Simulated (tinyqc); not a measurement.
Worked calculation: ROHF in the 6-311g basis, for H2-, spin multiplicity 2. The basis has no diffuse functions, so it cannot describe the extra electron: this is an exercise in the method, not the real anion. One step of it, computed by the program tinyqc.

Problem. Iteration 1: diagonalisation and new density. Diagonalise F' = X^T F X, C = X C', fill 2 alpha and 1 beta electrons from the bottom; D(s) = C_occ C_occ^T. Each column has its largest component positive (the first on a tie).

effective F (hartree), order 1H 1s, 1H 2s, 1H 3s, 2H 1s, 2H 2s, 2H 3s:
$$\begin{pmatrix}
1.176583 & -0.021749 & -0.234463 & -0.079119 & -0.153366 & -0.170970 \\
-0.021749 & 0.205628 & 0.025417 & -0.153366 & -0.118782 & -0.079953 \\
-0.234463 & 0.025417 & 0.137855 & -0.170970 & -0.079953 & 0.018545 \\
-0.079119 & -0.153366 & -0.170970 & 1.176583 & -0.021749 & -0.234463 \\
-0.153366 & -0.118782 & -0.079953 & -0.021749 & 0.205628 & 0.025417 \\
-0.170970 & -0.079953 & 0.018545 & -0.234463 & 0.025417 & 0.137855
\end{pmatrix}$$

X, order 1H 1s, 1H 2s, 1H 3s, 2H 1s, 2H 2s, 2H 3s:
$$\begin{pmatrix}
1.371227 & -0.741358 & 0.201355 & 0.007281 & 0.048661 & -0.056339 \\
-0.741358 & 2.096283 & -0.997336 & 0.048661 & -0.175459 & 0.154223 \\
0.201355 & -0.997336 & 1.973241 & -0.056339 & 0.154223 & -0.719257 \\
0.007281 & 0.048661 & -0.056339 & 1.371227 & -0.741358 & 0.201355 \\
0.048661 & -0.175459 & 0.154223 & -0.741358 & 2.096283 & -0.997336 \\
-0.056339 & 0.154223 & -0.719257 & 0.201355 & -0.997336 & 1.973241
\end{pmatrix}$$

Give: F' = X^T F X; orbital energies; coefficients C; D(alpha) after iteration 1; D(beta) after iteration 1.

Solution.

F' = X^T F X (hartree):
$$\begin{pmatrix}
2.245 & -1.238 & -0.021 & 0.069 & -0.027 & -0.114 \\
-1.238 & 1.302 & -0.337 & -0.027 & -0.175 & 0.002 \\
-0.021 & -0.337 & 0.450 & -0.114 & 0.002 & -0.109 \\
0.069 & -0.027 & -0.114 & 2.245 & -1.238 & -0.021 \\
-0.027 & -0.175 & 0.002 & -1.238 & 1.302 & -0.337 \\
-0.114 & 0.002 & -0.109 & -0.021 & -0.337 & 0.450
\end{pmatrix}$$

orbital energies (hartree): MO1 -0.025, MO2 0.332, MO3 0.687, MO4 0.762, MO5 3.116, MO6 3.120

coefficients C, order 1H 1s, 1H 2s, 1H 3s, 2H 1s, 2H 2s, 2H 3s:
$$\begin{pmatrix}
0.134 & 0.142 & 0.024 & -0.065 & -1.119 & -1.087 \\
0.232 & 0.148 & 1.022 & -1.132 & 1.501 & 1.159 \\
0.293 & 0.984 & -0.939 & 1.625 & -0.844 & -0.429 \\
0.134 & -0.142 & 0.024 & 0.065 & 1.119 & -1.087 \\
0.232 & -0.148 & 1.022 & 1.132 & -1.501 & 1.159 \\
0.293 & -0.984 & -0.939 & -1.625 & 0.844 & -0.429
\end{pmatrix}$$

D(alpha) after iteration 1, order 1H 1s, 1H 2s, 1H 3s, 2H 1s, 2H 2s, 2H 3s:
$$\begin{pmatrix}
0.038 & 0.052 & 0.179 & -0.002 & 0.010 & -0.100 \\
0.052 & 0.076 & 0.213 & 0.010 & 0.032 & -0.077 \\
0.179 & 0.213 & 1.054 & -0.100 & -0.077 & -0.882 \\
-0.002 & 0.010 & -0.100 & 0.038 & 0.052 & 0.179 \\
0.010 & 0.032 & -0.077 & 0.052 & 0.076 & 0.213 \\
-0.100 & -0.077 & -0.882 & 0.179 & 0.213 & 1.054
\end{pmatrix}$$

D(beta) after iteration 1, order 1H 1s, 1H 2s, 1H 3s, 2H 1s, 2H 2s, 2H 3s:
$$\begin{pmatrix}
0.018 & 0.031 & 0.039 & 0.018 & 0.031 & 0.039 \\
0.031 & 0.054 & 0.068 & 0.031 & 0.054 & 0.068 \\
0.039 & 0.068 & 0.086 & 0.039 & 0.068 & 0.086 \\
0.018 & 0.031 & 0.039 & 0.018 & 0.031 & 0.039 \\
0.031 & 0.054 & 0.068 & 0.031 & 0.054 & 0.068 \\
0.039 & 0.068 & 0.086 & 0.039 & 0.068 & 0.086
\end{pmatrix}$$
